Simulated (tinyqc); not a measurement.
The 3-omega method: a line heater on a substrate with a thin film: one step, computed by the program tinyqc.

A current at angular frequency omega = 2 pi f heats the line at 2 omega with the amplitude P per length; the temperature swing Delta T at 2 omega gives a voltage at 3 omega. The substrate is taken as semi-infinite and isotropic, and the heat capacity of heater and film is left out.

Task: The film adds a constant step. One-dimensional flow across the film: Delta T_f = P (t/kappa_f + R_i)/(2 b); total in-phase swing Delta T = Delta T_s + Delta T_f; third-harmonic amplitude V_3 = V_1 beta |Delta T|/2 with the out-of-phase part included; the apparent film conductivity is t/(t/kappa_f + R_i).

Inputs (values chosen for the exercise, modelled on amorphous silicon on silica): substrate conductivity kappa = 1.4 W/(m K); heater half-width b = 16 micrometre; power amplitude per length P = 1.4 W/m; film thickness t = 680 nm; film conductivity kappa_f = 1.4 W/(m K); interface resistance R_i = 3.7 m^2 K/GW; temperature coefficient of resistance beta = 3.5 1e-3/K; voltage amplitude V_1 = 0.74 V.

in-phase Delta T_s = 0.2480949 K

out-of-phase Delta T_s = -0.1676271 K

Give: Delta T_f; total in-phase swing; V_3; apparent film conductivity; film share of the in-phase swing.

Result:

Delta T_f = 0.021412 K

total in-phase swing = 0.26951 K

V_3 = 0.41101 mV

apparent film conductivity = 1.3894 W/(m K)

film share of the in-phase swing = 0.079448

The interface lowers the apparent conductivity by 1 %. The film is a small part of the signal: an error of 1 % in Delta T_s becomes 12 % in the film resistance. Caution: the film does not conduct much worse than the substrate, so heat spreads in it and the one-dimensional step is only approximate, and wrong once kappa_f nears or exceeds kappa.
